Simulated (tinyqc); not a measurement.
Valley splitting of a silicon quantum well in envelope theory: sweeps and comparisons. A value that a table varies takes the place of the one given here.

The well lies at 0 < z < L; U(z) = V0 [1/(1 + exp(z/w)) + 1/(1 + exp((L - z)/w))] - e F z, 1 mV/nm = 1e-4 eV/angstrom. The envelope psi solves -(c/ml) psi'' + U psi = E psi, c = hbar^2/2m0, by three-point differences on a grid of 0.1 angstrom from -40 to L + 40 angstrom. The two valleys at +/- k0 couple through D = C0 times the integral of exp(-i q z) U(z) psi^2, q = 2 k0 (2 pi/a), and split by Ev = 2|D|.

Random alloy: with Y(z) = Yw + (Yb - Yw) B(z), B the bracket in U, and in-plane density exp(-r^2/ad^2)/(pi ad^2), D gains a random complex part of variance sigma^2 = (C0^2/pi)(a^2 V0/(8 ad (Yb - Yw)))^2 (4/a) times the integral of psi^4 Y (1 - Y). Alone it gives a mean splitting sqrt(pi) sigma; together with the smooth part the rms splitting is 2 sqrt(|D|^2 + sigma^2).

Constants: hbar^2/2m0 = 3.80998211 eV angstrom^2.

Inputs chosen for the exercise (near those of a strained Si well in SiGe; the results hold for these values, not for the real material):
- L = 32 angstrom (well width)
- V0 = 0.18 eV (conduction offset)
- ml = 0.898 m0 (mass along z)
- F = 13.1 mV/nm (field pressing towards the upper interface)
- k0 = 0.831 2 pi/a (valley position)
- a = 5.431 angstrom (lattice constant)
- C0 = 0.284 (Bloch overlap factor)
- Yb = 0.29 (Ge share of the barrier)
- Yw = 0 (Ge share of the well)
- ad = 150 angstrom (dot radius)
- ws = (0.2, 0.6, 1, 1.6, 2.1, 3.1, 4.4) angstrom (interface widths)
- Ls = (32, 33.4, 34.7, 36.1, 37.4, 38.8, 40.1, 41.5) angstrom (widths in steps of one atomic layer, a/4, rounded to the grid)
- F2 = 0.5 mV/nm (second field, zero or weak)
- w1 = 0.7 angstrom (interface width for this table)
- w = 0.8 angstrom (interface width parameter)

## Sharpness of the interface

The smooth part 2|D| and the disorder part against w, beside y/sinh(y) with y = pi q w. The 12 to 88 % width of the step is 4w.

Results:

| w (angstrom) | 4w (angstrom) | 2\|D\| (micro-eV) | y/sinh(y) | sqrt(pi) sigma (micro-eV) |
|---|---|---|---|---|
| 0.2 | 0.8 | 501.88 | 0.79 | 23.1 |
| 0.6 | 2.4 | 145.12 | 0.19 | 26.8 |
| 1.0 | 4.0 | 23.06 | 0.029 | 32.5 |
| 1.6 | 6.4 | 0.86 | 0.0012 | 44.0 |
| 2.1 | 8.4 | 0.05 | 7.9e-05 | 55.7 |
| 3.1 | 12.4 | 0.00 | 2.8e-07 | 83.1 |
| 4.4 | 17.6 | 0.00 | 1.5e-10 | 119.9 |

The smooth part needs a Fourier component of U psi^2 at a wavelength of 3.27 angstrom; from the first row to the third it falls by a factor 21.8, while y/sinh(y) falls by 27.6 (the envelope near the step and the phase between the two interfaces change too). The disorder part goes from 23.1 to 119.9 micro-eV, growing as the electron overlaps more alloy. It takes over between w = 0.6 and 1 angstrom, that is a step 2.4 to 4.0 angstrom wide, with 1.36 angstrom to an atomic layer.

## Adding atomic layers

The smooth splitting Ev = 2|D| with w = w1, at the field F2 and at F.

Results:

| L (angstrom) | q L mod 2 pi | Ev at F2 (micro-eV) | Ev at F (micro-eV) |
|---|---|---|---|
| 32.0 | 4.98 | 85.1 | 95.1 |
| 33.4 | 1.39 | 9.61 | 50.4 |
| 34.7 | 3.89 | 64.1 | 77.6 |
| 36.1 | 0.30 | 40.5 | 62.0 |
| 37.4 | 2.80 | 32.3 | 57.4 |
| 38.8 | 5.49 | 51.3 | 67.4 |
| 40.1 | 1.71 | 2.15 | 49.3 |
| 41.5 | 4.40 | 45.4 | 62.7 |

At F2 the splitting swings between 2.15 and 85.1 micro-eV, a ratio of 39.6, as the two interfaces add with the phase q L, which advances on average by 2.61 rad a layer. At F the ratio is 1.93, where in the first row psi^2 at the upper interface is 3.17 times that at the lower one: the field unbalances the two contributions, which fills in the minima.

## What each parameter does

Orbital spacing, psi^2 at z = L, the smooth splitting and sigma; V0 is held fixed when Yw changes. Each row changes one parameter from the base and keeps the others.

Results:

| case | E2 - E1 (meV) | psi^2(L) (1e-3/angstrom) | 2\|D\| (micro-eV) | sigma (micro-eV) |
|---|---|---|---|---|
| base | 69.91 | 10.184 | 60.65 | 16.6 |
| ad = 190 angstrom | 69.91 | 10.184 | 60.65 | 13.1 |
| Yw = 0.03 | 69.91 | 10.184 | 60.65 | 77.6 |
| L = 38 angstrom | 56.44 | 8.444 | 41.98 | 13.4 |
| V0 = 0.225 eV | 75.22 | 8.380 | 64.92 | 17.3 |
| w = 0.56 angstrom | 69.43 | 10.357 | 170.25 | 14.9 |
| F = 19.65 mV/nm | 71.04 | 12.755 | 68.06 | 20.2 |
| k0 = 0.811 2 pi/a | 69.91 | 10.184 | 55.42 | 16.6 |
| C0 = 0.341 | 69.91 | 10.184 | 72.83 | 20.0 |

The largest shifts from the base row, up to three for each result and ties (the steps differ in size, so this ranks the rows, not the parameters). E2 - E1 (meV): L -13.47, V0 +5.31, F +1.13; unchanged at the printed digits by ad, Yw, k0 and C0. psi^2(L) (1e-3/angstrom): F +2.571, V0 -1.804, L -1.740; unchanged at the printed digits by ad, Yw, k0 and C0. 2|D| (micro-eV): w +109.60, L -18.68, C0 +12.17; unchanged at the printed digits by ad and Yw. sigma (micro-eV): Yw +61.0, F +3.6, ad -3.5; unchanged at the printed digits by k0.

Run: tinyqc, `OMP_NUM_THREADS=1 python tinyqc.py 1250718 1250719 out.jsonl`; Intel(R) Xeon(R) Processor @ 2.30GHz, one thread, shared host; about 0.1 s of CPU time with all checks.
